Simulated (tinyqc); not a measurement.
CMOS inverter, nodal equation and switching: one step of the calculation.

An n-channel pull-down (bn, VTn) and a p-channel pull-up (bp, VTp) share the input Vin and the output node Vout, which carries the load C. Transistor (EKV form, voltages against the body): I = 2 n b Vt^2 [F(vp - Vs) - F(vp - Vd)] from drain to source, F(v) = ln^2(1 + exp(v/(2 Vt))), vp = (Vg - VT + sg |Vd - Vs|)/n. n-channel bodies are at 0; for the p-channel device all voltages are counted down from Vdd. b in uA/V^2 gives I in uA. Static: In = Ip. Transient: C dVout/dt = Ip - In. No velocity saturation, no gate capacitance beyond C.

Question. Transfer curve. For each Vin solve In = Ip; gain = dVout/dVin.

Inputs (values chosen for the exercise): temperature T = 300 K; supply voltage Vdd = 1 V; slope factor n = 1.19; drain-induced barrier lowering sg = 0.111; n-channel threshold VTn = 0.44 V; p-channel threshold (magnitude) VTp = 0.27 V; gain factor of the pull-down transistor bn = 220 uA/V^2; gain factor of the pull-up transistor bp = 220 uA/V^2; input voltage Vin = 0.44 V.

Constants: q = 1.602176634e-19 C, kB = 1.380649e-23 J/K, Vt = kB T/q. Results are converted to the units shown.

Vin, point 0 to 10 (V): 0  0.1  0.2  0.3  0.4  0.5  0.6  0.7  0.8  0.9  1

Find: Vout; supply current; gain.

Answer.

```
point  Vout (V)  supply current (uA)     gain
0        1.0000            7.8963e-6   0.0000
1        1.0000            1.9989e-4   0.0000
2        1.0000            0.0046991  -0.0013
3        0.9991             0.082108  -0.0244
4        0.9902              0.70029  -0.2010
5        0.9390               2.6199  -1.0935
6        0.3649               3.8024  -9.0016
7        0.0361               1.8981  -0.6271
8        0.0052              0.40417  -0.1167
9        0.0004             0.036802  -0.0109
10       0.0000            0.0018517  -0.0005
```

The switching point Vin = Vout lies at 0.5765 V, with a gain of -9.01.

Program tinyqc, `OMP_NUM_THREADS=1 python tinyqc.py 2340124 2340125 out.jsonl`; Intel Xeon 2.30GHz, shared host, one thread, about 0.04 s.
